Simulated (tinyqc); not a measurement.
## Polarisation charge from two barrier thicknesses

Question. Voff = phiB - dEc - q sigma d/(eps0 eb). Find sigma, phiB - dEc and the thickness at which Voff = 0.

Constants: q = 1.602176634e-19 C, eps0 = 8.8541878128e-14 F/cm where lengths are in cm. Results are converted to the units shown.

Voff at d = 15 and 31 nm (V): -5.3940612  -11.859407
eb = 9.4362000

Solution. Voff is a straight line in d: its slope is -q sigma/(eps0 eb) and its intercept phiB - dEc.

sigma = 2.11e13 cm^-2
phiB - dEc = 0.667 V
thickness for Voff = 0 = 1.65 nm

Computed by the program tinyqc: `OMP_NUM_THREADS=1 python tinyqc.py 2180020 2180021 out.jsonl`, one thread of a shared Intel Xeon 2.30GHz, about 0.01 s for the whole run.
